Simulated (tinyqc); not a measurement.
## Haynes-Shockley experiment: what a collector records, against the distance from injector to collector

A sheet injected at x = 0, t = 0 gives at x = L the signal n(t) = N0 exp(-t/tau - (L - v t)^2/(4 D t))/sqrt(4 pi D t), D = mu Vt, v = mu F. Its peak lies at tp = [-D + sqrt(D^2 + u^2 L^2)]/u^2, u^2 = v^2 + 4 D/tau; dt is the full width at half height. Simple readings: mobility L/(F tp), diffusion coefficient (L dt/tp)^2/(16 ln 2 tp). Area v times the integral of n over N0: (v/u) exp(L (v - u)/(2 D)).

Inputs (values chosen for the exercise): temperature T = 250 K; minority-carrier mobility mu = 464 cm^2/(V s); sweep field along the drift F = 37 V/cm; lifetime tau = 2.6e-7 s.

Constants: q = 1.602176634e-19 C, kB = 1.380649e-23 J/K, Vt = kB T/q. Results are converted to the units shown.

Result of one run:

| L/v (us) | tp (us) | dt (us) | apparent mobility (cm^2/(V s)) | apparent D (cm^2/s) | area | exp(-L/(v tau)) |
|---|---|---|---|---|---|---|
| 0.3087 | 0.2290 | 0.2348 | 625.6 | 11.64 | 0.2800 | 0.3050 |

Which distance from injector to collector L gave this result: 12, 20, 53, 140 or 240 um?

L = 53 um.

The whole series:

| L (um) | L/v (us) | tp (us) | dt (us) | apparent mobility (cm^2/(V s)) | apparent D (cm^2/s) | area | exp(-L/(v tau)) |
|---|---|---|---|---|---|---|---|
| 7.4 | 0.04310 | 0.01916 | 0.06305 | 1044 | 27.92 | 0.6988 | 0.8472 |
| 12 | 0.06990 | 0.03860 | 0.09265 | 840.2 | 19.38 | 0.6372 | 0.7643 |
| 20 | 0.1165 | 0.07474 | 0.1316 | 723.2 | 14.95 | 0.5427 | 0.6389 |
| 33 | 0.1922 | 0.1351 | 0.1791 | 660.1 | 12.76 | 0.4181 | 0.4774 |
| 53 | 0.3087 | 0.2290 | 0.2348 | 625.6 | 11.64 | 0.2800 | 0.3050 |
| 88 | 0.5126 | 0.3938 | 0.3095 | 603.9 | 10.95 | 0.1387 | 0.1393 |
| 140 | 0.8155 | 0.6391 | 0.3954 | 592.0 | 10.59 | 0.04888 | 0.04344 |
| 240 | 1.398 | 1.111 | 0.5225 | 583.8 | 10.34 | 0.006576 | 0.004623 |

True values: mu = 464 cm^2/(V s), D = 10.0 cm^2/s. The apparent mobility is 2.25 times the true one in the first row and 26 % above it in the last, and the apparent D 2.79 times and 3.4 % above D. The peak always comes before L/v, since spreading and decay both weigh down the later part of the signal; the shift is 56 % and 21 % in these rows.

Computed by the program tinyqc: `OMP_NUM_THREADS=1 python tinyqc.py 2310121 2310122 out.jsonl`, one thread of a shared Intel Xeon 2.30GHz, about 0.01 s for the whole run.
